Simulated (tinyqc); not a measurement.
## Trap depth and cross-section from two peaks

Problem. A DLTS peak lies where ew = sn g T^2 exp(-Et/kB T), g = vth Nc/(300 K)^2. Find Et and sn.

Inputs (values chosen for the exercise): conduction-band density of states at 300 K Nc = 2.8e19 cm^-3; thermal velocity at 300 K vth = 2.2e7 cm/s.

Constants: q = 1.602176634e-19 C, kB = 1.380649e-23 J/K. Results are converted to the units shown.

peak temperatures for ew = 10 and 2000 1/s (K): 145.11874  192.61038

Answer. The slope of ln(ew/T^2) against q/kB T is -Et, and the intercept is ln(sn g).

Et = 0.2400 eV
sn = 1.500e-17 cm^2

Computed by the program tinyqc: `OMP_NUM_THREADS=1 python tinyqc.py 2050035 2050036 out.jsonl`, one thread of a shared Intel Xeon 2.30GHz, about 0.01 s for the whole run.
